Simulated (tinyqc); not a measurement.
From results to parameters: diatomic chain. Computed by the program tinyqc.

Problem. A chain of two alternating masses has one spring constant k; at the zone edge omega^2 = 2k/M and 2k/m, and wavenumber = 521.4708 sqrt(omega^2) with omega^2 in eV/(angstrom^2 u). Find k, the heavier mass and the optical wavenumber at q = 0.

wavenumbers at the zone edge (cm^-1): 249.679986  539.192845
lighter mass = 21.700000 u

Solution. The upper value gives k = m omega^2/2, the ratio of the squares gives M/m, and at q = 0 omega^2 = 2k (1/m + 1/M), the sum of the two.

k = 11.600 eV/angstrom^2
heavier mass = 101.200 u
optical wavenumber at q = 0 = 594.1961 cm^-1
